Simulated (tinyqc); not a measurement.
# Six-transistor SRAM cell, nodal equations and margins, step by step

Program tinyqc, `OMP_NUM_THREADS=1 python tinyqc.py 2340062 2340063 out.jsonl`; Intel Xeon 2.30GHz, shared host, one thread, about 0.1 s. Printed values are rounded.

Two cross-coupled inverters (pull-down bn, pull-up bp) hold the nodes Q and QB; access transistors (ba, threshold VTn, gate on the word line at Vdd when selected) join them to the bit lines. Transistor (EKV form, voltages against the body): I = 2 n b Vt^2 [F(vp - Vs) - F(vp - Vd)] from drain to source, F(v) = ln^2(1 + exp(v/(2 Vt))), vp = (Vg - VT + sg |Vd - Vs|)/n. n-channel bodies are at 0; for the p-channel device all voltages are counted down from Vdd. b in uA/V^2 gives I in uA. For an access transistor the bit line is the drain and the node the source. In a read both bit lines are at Vdd. The cell is symmetric (no mismatch).

Values chosen for this exercise: temperature T = 293 K; supply voltage Vdd = 1 V; slope factor n = 1.34; drain-induced barrier lowering sg = 0.068; n-channel threshold VTn = 0.27 V; p-channel threshold (magnitude) VTp = 0.41 V; gain factor of the pull-down transistor bn = 810 uA/V^2; gain factor of the access transistor ba = 540 uA/V^2; gain factor of the pull-up transistor bp = 450 uA/V^2.

Constants: q = 1.602176634e-19 C, kB = 1.380649e-23 J/K, Vt = kB T/q. Results are converted to the units shown.

## Iteration 1: node voltages in a read by Newton steps

(Q, QB) at the start (V): Q 0.00000, QB 1.00000

F1 = In(gate QB, drain Q) - Ip(gate QB, drain Q) - Ia(bit line, Q), F2 the same with Q and QB exchanged; J by central differences with +/- 1e-6 V; solve J d = -F, limit each component to +/- 0.15 V and add.

F1, F2 (uA): [-128.311, 0.003]

J (uS):

|  | Q | QB |
|---|---|---|
| F1 | 1044.07 | 0.00 |
| F2 | 0.10 | 265.47 |

(Q, QB) after iteration 1 (V): Q 0.122895, QB 0.999942

## Iteration 2: node voltages in a read by Newton steps

As before.

F1, F2 (uA): [-13.4074, 0.0892]

J (uS):

|  | Q | QB |
|---|---|---|
| F1 | 825.895 | 99.602 |
| F2 | 2.649 | 210.164 |

(Q, QB) after iteration 2 (V): Q 0.139205, QB 0.999313

## Course of the iteration: node voltages in a read by Newton steps

Stop when the largest change of (Q, QB) is below 1e-9 V, or after 30 iterations. The rule counts as met only at the stable state with Q low.

Course of the iteration:

| iteration | Q (V) | largest \|change\| of one entry (V) |
|---|---|---|
| 1 | 0.122895 | 0.123 |
| 2 | 0.139205 | 0.0163 |
| 3 | 0.139523 | 3.18e-4 |
| 4 | 0.139523 | 1.50e-7 |
| 5 | 0.139523 | 4.53e-14 |

Converged in 5 iterations. At the end the number of correct digits about doubles with each step.

## Read current and disturbance

(Q, QB) (V): Q 0.139523, QB 0.999236

Iread = Ia(bit line at Vdd, source Q); cell ratio bn/ba; time to pull a bit line of 20 fF down by 0.1 V at that current.

Iread = 72.9152 uA
cell ratio = 1.5
time = 27.4291 ps

The read lifts the low node to 140 mV, against a balance point of 442 mV.

## The largest square in the read butterfly

| point | c (V) |
|---|---|
| 0 | 0.16 |
| 1 | 0.27 |
| 2 | 0.37 |
| 3 | 0.45 |
| 4 | 0.53 |
| 5 | 0.58 |
| 6 | 0.64 |

f(x) is the node voltage of one half-cell in a read for input x (In - Ip - Ia = 0). Static noise margin: side of the largest square between the curve (x, f(x)) and its mirror image (f(y), y); with h(c) the root x of f(x) - x = c, it is the maximum over c > 0 of h(c) - h(-c) + c.

| point | h(c) (V) | h(-c) (V) | side (V) |
|---|---|---|---|
| 0 | 0.398751 | 0.511674 | 0.047077 |
| 1 | 0.388711 | 0.567160 | 0.091552 |
| 2 | 0.382104 | 0.622287 | 0.129817 |
| 3 | 0.375397 | 0.672346 | 0.153052 |
| 4 | 0.361368 | 0.728656 | 0.162712 |
| 5 | 0.345345 | 0.766437 | 0.158908 |
| 6 | 0.317290 | 0.813761 | 0.143530 |

The maximum over c is 162.7 mV, the read margin; with the word line off (no Ia) the same construction gives 349.4 mV.
